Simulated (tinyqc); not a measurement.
Do the excited 1s states matter for ionisation? Model: valley-orbit splitting of a donor ground state, with strain. Computed by tinyqc, a small Python program. Command: `OMP_NUM_THREADS=1 python tinyqc.py 3023912 3023913 out.jsonl valleyorbit walk`. One thread of a shared host (Intel(R) Xeon(R) Processor @ 2.30GHz), about 0.01 s of CPU time with the checks.

The basis is the 1s envelope in each valley; energies are counted from the unstrained conduction-band edge. The strain is e_s (a a^T - 1/3) for the unit stress axis a, so valley j along n_j moves by Xi_u e_s w_j with w_j = (n_j.a)^2 - 1/3: -1/3 for x and y, +2/3 for z.

Inputs (values chosen for the exercise, modelled on donors in silicon): single-valley binding energy E_0 = 30.7 meV; central-cell shift Lambda = 0.674 meV; coupling Delta_1 = 3.36 meV; coupling Delta_2 = 2.72 meV; shear deformation potential Xi_u = 8.95 eV; donor density N_D = 5e+15 cm^-3; density-of-states mass of one valley m_e = 0.332 m_0.

Valleys: six along <100>. Stress axis: [001].

Constants: k_B = 8.617333262e-05 eV/K; m_0 = 9.1093837015e-31 kg; k_B = 1.380649e-23 J/K; h = 6.62607015e-34 J s.

Method:
- By symmetry: E(A1) = E_0 + Lambda + 4 Delta_1 + Delta_2 (one state), E(T2) = E_0 + Lambda - Delta_2 (three), E(E) = E_0 + Lambda - 2 Delta_1 + Delta_2 (two), as binding energies.
- H_jj = -(E_0 + Lambda) + Xi_u e_s w_j; H_jk = -Delta_2 between opposite valleys and -Delta_1 between perpendicular ones.
- z = sum over levels of exp(-(E - E_ground)/k_B T), the ground-state share being 1/z; N_c = 2 (2 pi m_e k_B T/h^2)^(3/2) sum_j exp(-(shift_j - lowest shift)/k_B T); n1 = N_c/(2 z) exp(-binding/k_B T), binding = lowest shift - E_ground; without compensation n = 2 N_D/(1 + sqrt(1 + 4 N_D/n1)) (Boltzmann statistics; p and higher states left out).
- No strain here. The last two columns set z = 1, with the A1 depth, or use one level at E_0 with z equal to the number of valleys.

E(A1) = 47.534 meV

Ionised share:
```
T (K)       z  all 1s states  ground state alone  no splitting
28     1.0017     4.7742e-04          4.7782e-04       0.00637
46     1.0380     3.1619e-02          3.2204e-02       0.10565
69     1.1927     2.5819e-01          2.7815e-01       0.41945
100    1.5282     6.8155e-01          7.4860e-01       0.77236
140    2.0034     9.0758e-01          9.4951e-01       0.92827
220    2.7988     9.8170e-01          9.9331e-01       0.98379
370    3.7222     9.9584e-01          9.9888e-01       0.99605
```

z grows from 1.002 to 3.72 of at most 6. Leaving out the excited states overstates the ionised share by up to 9.8 % (at 100 K); ignoring the splitting misses by a factor 13.3 at the lowest T and 1.00 at the highest.

Extremes, crossings and ranges named in words are read from the listed rows.
